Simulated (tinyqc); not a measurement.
Polytypes and stacking faults of a tetrahedral semiconductor in an axial Ising model with couplings up to third neighbours. Changing the binding energy of the fault level E_b. Computed by tinyqc, a small Python program. Command: `OMP_NUM_THREADS=1 python tinyqc.py 3027067 3027068 out.jsonl polytype sweep`. One thread of a shared host (Intel(R) Xeon(R) Processor @ 2.30GHz), about 0.01 s of CPU time with the checks.

Each double layer has s = +1 or -1 for the sense of its stacking step; E per pair of atoms = E0 - sum_n J_n <s_i s_(i+n)>, n = 1, 2, 3. Hexagonality h = (1 - <s_i s_(i+1)>)/2.

Inputs (values chosen for the exercise, of the order of those of SiC for J, a, G and the gaps):
```
quantity                                    value      unit
J1                                            2.5  meV/pair
J2                                           -3.5  meV/pair
J3                                          -0.33  meV/pair
basal lattice constant a                     3.08  angstrom
in-plane mass m                              0.45        m0
effective density of states N_c at 300 K  1.8e+19    1/cm^3
electron density n                        2.8e+15    1/cm^3
temperature T                                1250         K
```

Host polytype: 4H.

fault coefficients k_n:
```
                      J1  J2  J3
single Shockley (31)   0  -4   0
double Shockley (62)  -4  -8   0
Frank-type (32)       -1  -2   3
```

Constants: 1 eV/angstrom^2 = 16.02176634 J/m^2; m_0 = 9.1093837015e-31 kg; hbar = 1.054571817e-34 J s; k_B = 1.380649e-23 J/K; k_B = 8.617333262e-05 eV/K.

Method:
- Faults in 4H: the sequences single Shockley (31) (+++-), double Shockley (62) (++++++--), Frank-type (32) (+++--) are put between perfect repeats; k_n = (layers x C_n of the host) - sum_i s_i s_(i+n). gamma = sum k_n J_n/A, A = (sqrt 3/2) a^2; 1 meV/angstrom^2 = 16.02177 mJ/m^2.
- The fault binds electrons in a two-dimensional band E_b below the conduction edge, g2 = m m0/(pi hbar^2) for one valley. With the Fermi level held by the bulk, eta = ln[n/N_c(T)], N_c(T) = N_c (T/300)^1.5, the grand potential falls by g2 (k_B T)^2 F1(x), x = eta + E_b/(k_B T), F1(x) = integral from 0 to infinity of ln(1 + exp(x - t)) dt; sheet density g2 k_B T ln(1 + e^x). Band bending by the trapped charge is left out, so the gain is an upper bound.
- Net fault energy = gamma of the single Shockley (31) fault less the electronic gain.

One run for each value; columns: (1) binding energy of the fault level E_b (eV); (2) electronic gain (mJ/m^2); (3) sheet density (1/cm^2); (4) net fault energy (mJ/m^2):
```
(1)       (2)        (3)    (4)
0.05  0.00010  5.891e+08  27.30
0.13  0.00021  1.238e+09  27.30
0.21  0.00045  2.602e+09  27.30
0.29  0.00094  5.467e+09  27.30
0.36  0.00181  1.047e+10  27.30
0.44  0.00380  2.200e+10  27.30
0.52  0.00798  4.620e+10  27.29
0.60  0.01676  9.697e+10  27.29
```

What does the table show, and why?

Over the rows, electronic gain (mJ/m^2) rises from 1.02e-4 to 0.0168 (exponent d ln y / d ln x 0.78 between the first rows and 5.2 between the last); sheet density (1/cm^2) rises from 5.89e8 to 9.70e10 (exponent d ln y / d ln x 0.78 between the first rows and 5.2 between the last); net fault energy (mJ/m^2) falls from 27.303 to 27.286. The gain grows as exp(E_b/(k_B T)) while the well is empty and as (E_b + eta k_B T)^2 once it is degenerate; thicker faults bind more deeply.
